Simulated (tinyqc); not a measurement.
## Energy and delay of logic against supply voltage: optimum supplies against the temperature

One expression serves below and above threshold: I(Vg) = Ik [ln(1 + exp((Vg - VT + dd V)/(al nf Vt)))]^al, with I_on = I(V) and I_off = I(0). Gate delay td = kd C V/I_on, clock period LD td. Per gate and cycle the switching energy is act C V^2 and the leakage energy I_off V LD td. No short-circuit current, no variation. Minima are sought above 0.09 V; below a few Vt gates no longer switch and the model has no meaning.

V_min minimises the energy and V_EDP the product of energy and td. VT, Ik and nf are held fixed.

Parameters, values chosen for the exercise; values of the order met in logic technologies:
```
symbol,value,unit,meaning
VT,0.27,V,threshold voltage at zero drain bias
nf,1.37,,slope factor
dd,0.07,,barrier lowering per volt of supply
Ik,0.57,uA,specific current of a gate
al,1.71,,exponent of the current law
C,3.4,fF,load capacitance of a gate
kd,1,,delay factor
LD,30,,logic depth
act,0.02,,activity factor
```

Constants: q = 1.602176634e-19 C, kB = 1.380649e-23 J/K, Vt = kB T/q. Results are converted to the units shown.

Optimum supplies against the temperature:
```
T (K)  V_min (V)  energy at V_min (aJ)  leakage share (%)  clock at V_min (MHz)  V_EDP (V)  clock at V_EDP (GHz)
220       0.2226                 4.727              28.71                 5.194     0.5888                0.3400
250       0.2554                 6.665              33.45                 12.66     0.5951                0.2790
280       0.2896                 9.431              39.53                 22.95     0.6105                0.2416
310       0.3249                 13.38              46.36                 34.19     0.6386                0.2209
340       0.3605                 18.94              53.35                 44.62     0.6791                0.2103
```

As T goes from 220 to 340, V_min rises from 0.223 to 0.360 V, the energy there rises from 4.73 to 18.9 aJ, the clock there rises from 5.19 to 44.6 MHz and V_EDP rises from 0.589 to 0.679 V.

tinyqc, about 0.01 s, one thread, Intel Xeon 2.30GHz (shared host): `OMP_NUM_THREADS=1 python tinyqc.py 2082051 2082052 out.jsonl`
